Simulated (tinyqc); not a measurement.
# Doping and barrier from two capacitances

Inverse problem. A Schottky diode on a uniformly doped n-type layer obeys (A/C)^2 = 2 (Vbi - V - Vt)/(q eps0 eps_r Nd) in reverse bias, with phiB = Vbi + Vt ln(Nc/Nd) and image force ignored. Find Nd, Vbi and phiB.

Inputs (values chosen for the exercise); band and dielectric values those of a made-up semiconductor:
```
symbol    value   unit                                 meaning
T           325      K                             temperature
eps_r        14                          relative permittivity
Nc      3.99e19  cm^-3  conduction-band density of states at T
A        0.0003   cm^2                              diode area
```

Constants: q = 1.602176634e-19 C, kB = 1.380649e-23 J/K, Vt = kB T/q, eps0 = 8.8541878128e-14 F/cm where lengths are in cm. Results are converted to the units shown.

C at V = -0.9 and -4.9 V (pF): 4.7291071  2.3547939

Answer. The slope of (A/C)^2 against -V gives Nd, the intercept Vbi - Vt, and the Fermi-level depth Vt ln(Nc/Nd) is added for the barrier.

Nd = 3.30e15 cm^-3
Vbi = 0.447 V
phiB = 0.710 eV

Numbers from tinyqc (`OMP_NUM_THREADS=1 python tinyqc.py 2020003 2020004 out.jsonl`; about 0.04 s on one thread of a shared Intel Xeon 2.30GHz).
